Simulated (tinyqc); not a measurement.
Read current of a NAND string, cells in series solved by shooting: read current against the number of cells.

Cells in series, numbered from 0 at the source line (0 V) to the bit line, each followed by a gap resistance Rg. A cell with gate Vg, threshold VT, source Vs and drain Vd passes I = 2 nf K Vt^2 [F(Vs) - F(Vd)]/(1 + th max(Vg - VT, 0)), F(V) = ln^2(1 + exp((Vg - VT - nf V)/(2 nf Vt))). The selected cell has Vg = Vr, the others Vg = Vp.

For a trial current I start at 0 V and, cell by cell, solve for the drain: sqrt(F(Vd)) = sqrt(F(Vs) - I/k), k = 2 nf K Vt^2/(1 + th max(Vg - VT, 0)), Vd = [Vg - VT - 2 nf Vt ln(exp(sqrt F) - 1)]/nf, then add I Rg. The string current is the I for which the last node reaches Vbl. The apparent threshold is the Vr at which I = Is. Background: all other cells erased (VT = Ve) or all in the highest state (VT = Vh); ratio and shift are high over erased and high minus erased. The selected cell is in the middle, cell n/2.

Parameters, values chosen for the exercise; values of the order met in vertical NAND strings: temperature T = 300 K; gain factor of a cell K = 23 uA/V^2; slope factor nf = 1.7; mobility reduction factor th = 0.13 1/V; resistance of the gap between cells Rg = 2.9 kohm; bit-line voltage Vbl = 0.3 V; pass voltage Vp = 7.7 V; threshold of an erased cell Ve = -0.8 V; threshold of the highest state Vh = 4.2 V; threshold of the selected cell Vx = 1.9 V; sensing current Is = 10 nA; read voltage on the selected word line Vr = 2.46 V.

Constants: q = 1.602176634e-19 C, kB = 1.380649e-23 J/K, Vt = kB T/q. Results are converted to the units shown.

Read current against the number of cells:
columns A: n; B: I, others erased (uA); C: I, others high (uA); D: ratio; E: apparent VT, erased (V); F: apparent VT, high (V); G: background shift (mV)
```
A         B        C       D      E      F       G
8     1.145   0.9357  0.8173  1.848  1.849  0.4971
16   0.8065   0.6046  0.7496  1.849  1.850  0.9947
32   0.5049   0.3520  0.6973  1.851  1.853   1.991
64   0.2882   0.1914  0.6641  1.855  1.859   3.989
96   0.2015   0.1314  0.6518  1.858  1.864   5.994
128  0.1549  0.09999  0.6454  1.862  1.870   8.005
192  0.1059  0.06766  0.6388  1.870  1.882   12.05
```

What does the table show?

With erased neighbours the current falls from 1.14 to 0.106 uA, as n^(-0.51) between the first two rows and n^(-0.94) between the last two (-1 once the series resistance rules). The ratio falls from 0.817 to 0.639 and the background shift rises from 0.497 to 12.0 mV.

Numbers from tinyqc (`OMP_NUM_THREADS=1 python tinyqc.py 2142162 2142163 out.jsonl`; about 0.4 s on one thread of a shared Intel Xeon 2.30GHz).
